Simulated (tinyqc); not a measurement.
Opening the gap, as alloying or pressure does: deep trap from a strong local potential in a two-band host (Koster-Slater model with semi-elliptic bands). Computed by tinyqc, a small Python program. Command: `OMP_NUM_THREADS=1 python tinyqc.py 3009370 3009371 out.jsonl deeptrap walk`. One thread of a shared host (Intel(R) Xeon(R) Processor @ 2.30GHz), about 0.03 s of CPU time with the checks.

The valence band spans -2 W_v to 0 and the conduction band E_g to E_g + 2 W_c. The orbital at the impurity site has weight f_v in the valence band and 1 - f_v in the conduction band, each spread as a semi-ellipse (2/(pi W^2)) sqrt(W^2 - x^2) about the band centre. The impurity adds U to this orbital. Spin is left out.

Inputs (values chosen for the exercise, for a model semiconductor): gap E_g = 1.72 eV; half-width of the valence band W_v = 4 eV; half-width of the conduction band W_c = 4.1 eV; valence weight f_v of the site orbital = 0.56; impurity potential U = -21.5 eV.

Impurity: attractive, donor-like.

Method:
- In the gap G(E) = f_v (2/W_v^2)[x - sqrt(x^2 - W_v^2)] - (1 - f_v)(2/W_c^2)[y - sqrt(y^2 - W_c^2)], x = E + W_v, y = E_g + W_c - E.
- The trap level solves G(E) = 1/U (bisection). With D = -dG/dE = D_v + D_c, D_v = f_v (2/W_v^2)[x/sqrt(x^2 - W_v^2) - 1] and D_c = (1 - f_v)(2/W_c^2)[y/sqrt(y^2 - W_c^2) - 1], the weight on the impurity orbital is 1/(U^2 D) and the conduction-band character is D_c/D.
- The conduction band is shifted rigidly; widths, weights and U stay.

Against the gap:
```
E_g (eV)  E_t (eV)  depth below E_c (eV)  conduction character
0.86        0.8402               0.01980               0.89876
1.12        1.0691               0.05087               0.86558
1.38        1.2915               0.08851               0.84651
1.55        1.4347               0.11535               0.83815
1.72        1.5766               0.14342               0.83187
1.98        1.7919               0.18807               0.82509
2.24        2.0058               0.23417               0.82066
2.75        2.4230               0.32696               0.81620
```

What does the comparison show, and why?

As the conduction band moves up by 1.890 eV the level follows by 1.583 eV, a mean slope of 0.84; the local slope is the conduction character. A shallow donor would follow with slope 1 and a shallow acceptor with slope 0.
